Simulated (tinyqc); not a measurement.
One-dimensional ballistic tunnel FET, two-band WKB: one step of the calculation.

A p-type source for x < 0 with its Fermi level at 0 and its valence edge at ds; in the channel the bands fall as D exp(-x/lam) towards their flat values, with the conduction edge at Ec = ds - dP and D = dP + Eg. The gate moves dP one to one. The drain Fermi level lies at -Vd and the drain side reflects nothing. For w = E - Ec between 0 and dP an electron crosses the gap. Two-band dispersion with equal masses m: inside the gap kappa = sqrt(m u (1 - u/Eg)/C), u the distance from a band edge, C = hbar^2/(2 m0).

Problem. The exponent in closed form. S(w) = 2 lam int_0^Eg kappa(u) du/(w + Eg - u) = 2 pi lam sqrt(m/(C Eg)) [w + Eg/2 - sqrt(w (w + Eg))], T(w) = exp(-S). The common triangular estimate is S = (4/3) lam sqrt(m/C) Eg^1.5/(dP + Eg) for all w.

Inputs (values chosen for the exercise); band and dielectric values close to those of indium phosphide: band gap Eg = 1.33 eV; band-edge mass of the two-band model m = 0.097 m0; screening length of the source junction lam = 5.4 nm; tunnelling window Ev(source) - Ec(channel) dP = 0.1 eV; energy above the channel conduction edge w0 = 0.078 eV.

Constants: q = 1.602176634e-19 C, hbar = 1.054571817e-34 J s, m0 = 9.1093837015e-31 kg, hbar^2/(2 m0) = 0.0380998212 eV nm^2. Results are converted to the units shown.

Find: S(w0); T(w0); triangular S.

Solution.

S(w0) = 19.322
T(w0) = 4.0606e-9
triangular S = 12.322

tinyqc, about 0.01 s, one thread, Intel Xeon 2.30GHz (shared host): `OMP_NUM_THREADS=1 python tinyqc.py 2620004 2620005 out.jsonl`
